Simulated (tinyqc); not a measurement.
Inputs raised by 5 %, one at a time: Froehlich polaron in a polar crystal. Computed by tinyqc, a small Python program. Command: `OMP_NUM_THREADS=1 python tinyqc.py 3017025 3017026 out.jsonl frohlich sens`. One thread of a shared host (Intel(R) Xeon(R) Processor @ 2.30GHz), about 0.1 s of CPU time with the checks.

One electron in a parabolic band of mass m*, coupled to dispersionless LO phonons in the continuum model. Energies are in units of hbar omega unless marked, wave numbers in k_0 = sqrt(2 m* omega/hbar).

Inputs (values chosen for the exercise, for a model crystal):

| quantity | value | unit |
|---|---|---|
| band mass m* | 0.0656 | m_0 |
| LO phonon energy hbar omega | 114 | meV |
| eps_inf | 9.25 | - |
| static dielectric constant eps_s | 20.6 | - |
| temperature T | 400 | K |

Constants: hbar^2/(2 m_0) = 3.80998212 eV angstrom^2; e^2/(4 pi eps_0) = 14.39964548 eV angstrom; k_B = 8.617333262e-05 eV/K; hbar = 6.582119569e-16 eV s; e = 1.602176634e-19 C; m_0 = 9.1093837015e-31 kg.

Method:
- 1/eps* = 1/eps_inf - 1/eps_s; k_0 = sqrt(2 m* omega/hbar) = sqrt(m* hbar omega / (hbar^2/(2 m_0))) with m* in m_0; alpha = (e^2/(4 pi eps_0)) k_0/(2 eps* hbar omega); polaron length 1/k_0.
- Feynman's bound: E(v, w) = 3 (v - w)^2/(4 v) - (alpha v/sqrt(pi)) int_0^infinity e^-u D(u)^(-1/2) du, D = w^2 u + ((v^2 - w^2)/v)(1 - e^(-v u)); integrals by 80 Gauss-Legendre points in s from 0 to 1 with u = 40 s^2.
- Minimise over v > w > 0 (simplex search); mass m_p/m* = 1 + (alpha v^3/(3 sqrt(pi))) int u^2 e^-u D^(-3/2) du.
- Scattering by absorption of an LO phonon: 1/tau = 2 alpha omega n, n = 1/(exp(hbar omega/(k_B T)) - 1); mu = e tau/m*, the weak-coupling result for k_B T well below hbar omega.

Runs:

| input moved | from | to | coupling constant alpha | polaron length 1/k_0 (angstrom) | m_p/m*, Feynman | mobility (cm^2/(V s)) |
|---|---|---|---|---|---|---|
| base run | - | - | 0.16667 | 22.571 | 1.028 | 12219 |
| band mass m* (m_0) | 0.0656 | 0.06888 | 0.17078 | 22.027 | 1.029 | 11357 |
| LO phonon energy hbar omega (meV) | 114 | 119.7 | 0.16265 | 22.027 | 1.028 | 14150 |
| eps_inf | 9.25 | 9.7125 | 0.15226 | 22.571 | 1.026 | 13375 |
| static dielectric constant eps_s | 20.6 | 21.63 | 0.17313 | 22.571 | 1.030 | 11763 |
| temperature T (K) | 400 | 420 | 0.16667 | 22.571 | 1.028 | 10371 |

Exponents ln(y'/y) / ln(x'/x):

| input | coupling constant alpha | polaron length 1/k_0 | m_p/m*, Feynman | mobility |
|---|---|---|---|---|
| band mass m* | 0.500 | -0.5 | 0.02 | -1.500 |
| LO phonon energy hbar omega | -0.500 | -0.5 | 0.00 | 3.008 |
| eps_inf | -1.853 | 0.0 | -0.04 | 1.853 |
| static dielectric constant eps_s | 0.780 | 0.0 | 0.04 | -0.780 |
| temperature T | 0.000 | 0.0 | 0.00 | -3.361 |

Among the inputs moved here: coupling constant alpha answers most in size to eps_inf (exponent -1.853), next to static dielectric constant eps_s (+0.780); its exponent is below 0.0005 for temperature T. Its exponent +0.500 in band mass m*: alpha goes as sqrt(m*). Its exponent -0.500 in LO phonon energy hbar omega: alpha goes as omega^(-1/2). Polaron length 1/k_0 answers most in size to band mass m* (exponent -0.500), and about equally to LO phonon energy hbar omega (-0.500); its exponent is below 0.0005 for eps_inf, static dielectric constant eps_s, temperature T. Its exponent -0.500 in band mass m*: the length goes as m*^(-1/2). m_p/m*, Feynman answers most in size to static dielectric constant eps_s (exponent +0.040), and about equally to eps_inf (-0.040); its exponent is below 0.0005 for LO phonon energy hbar omega, temperature T. mobility answers most in size to temperature T (exponent -3.361), next to LO phonon energy hbar omega (+3.008). Its exponent -1.500 in band mass m*: alpha gives m*^(-1/2) and e tau/m* another 1/m*.

Caution (all rows): this mobility formula holds for weak coupling and k_B T well below hbar omega, and it leaves out all other scattering.
